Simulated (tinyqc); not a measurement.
Ellipsometry and reflectance of a transparent film on an absorbing substrate: one step of the calculation.

Air (index 1), film, substrate with N2 = n2 - i k2; time factor exp(+i w t). q_j = sqrt(N_j^2 - sin^2 th), root with positive real part. Fresnel coefficients r_s = (q_a - q_b)/(q_a + q_b), r_p = (N_b^2 q_a - N_a^2 q_b)/(N_b^2 q_a + N_a^2 q_b). tan(Psi) exp(i Delta) = R_p/R_s, Delta taken from 0 to 360 degrees.

Question. Interface coefficients and thickness period. q0, q1, q2 and the coefficients r01 and r12 for p and s; the results repeat in d with the period lam/(2 q1).

Values chosen for this exercise; indices close to those of hafnium oxide on silicon: wavelength lam = 546.1 nm; angle of incidence th = 75 degrees; index of the transparent film n1 = 2.062; index of the substrate n2 = 4.086; extinction coefficient of the substrate k2 = 0.031.

Find: q0; q1; q2; r01,p; r01,s; r12,p; r12,s; period.

Answer.

q0 = 0.25882
q1 = 1.8218
q2 = 3.9702-0.0319i
r01,p = -0.24684
r01,s = -0.75121
r12,p = 0.28618-0.00328i
r12,s = -0.37095+0.00347i
period = 149.88 nm

Numbers from tinyqc (`OMP_NUM_THREADS=1 python tinyqc.py 2870164 2870165 out.jsonl`; about 0.2 s on one thread of a shared Intel Xeon 2.30GHz).
